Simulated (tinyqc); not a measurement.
Polytypes and stacking faults of a tetrahedral semiconductor in an axial Ising model with couplings up to third neighbours: one step, computed by the program tinyqc. Command: `OMP_NUM_THREADS=1 python tinyqc.py 3001777 3001778 out.jsonl polytype walk`. One thread of a shared host (Intel(R) Xeon(R) Processor @ 2.30GHz), about 0.01 s of CPU time with the checks.

Each double layer has s = +1 or -1 for the sense of its stacking step; E per pair of atoms = E0 - sum_n J_n <s_i s_(i+n)>, n = 1, 2, 3. Hexagonality h = (1 - <s_i s_(i+1)>)/2.

Task: Electronic energy gained by the fault. The fault binds electrons in a two-dimensional band E_b below the conduction edge, g2 = m m0/(pi hbar^2) for one valley. With the Fermi level held by the bulk, eta = ln[n/N_c(T)], N_c(T) = N_c (T/300)^1.5, the grand potential falls by g2 (k_B T)^2 F1(x), x = eta + E_b/(k_B T), F1(x) = integral from 0 to infinity of ln(1 + exp(x - t)) dt; sheet density g2 k_B T ln(1 + e^x). Band bending by the trapped charge is left out, so the gain is an upper bound. Net fault energy = gamma of the single Shockley (31) fault less the electronic gain.

Inputs (values chosen for the exercise, of the order of those of SiC for J, a, G and the gaps):
```
quantity                                    value    unit
binding energy of the fault level E_b        0.25      eV
in-plane mass m                              0.28      m0
effective density of states N_c at 300 K  1.7e+19  1/cm^3
electron density n                        2.8e+16  1/cm^3
temperature T                                 350       K
```

Host polytype: 4H.

energy of the glide fault, single Shockley (31) = 29.25294 mJ/m^2

Constants: m_0 = 9.1093837015e-31 kg; hbar = 1.054571817e-34 J s; k_B = 1.380649e-23 J/K; k_B = 8.617333262e-05 eV/K.

Give: x; sheet density; electronic gain; net fault energy.

Result:

x = 1.6490

sheet density = 6.4374e+12 1/cm^2

electronic gain = 0.48085 mJ/m^2

net fault energy = 28.772 mJ/m^2

The gain offsets 1.6 % of the fault energy.
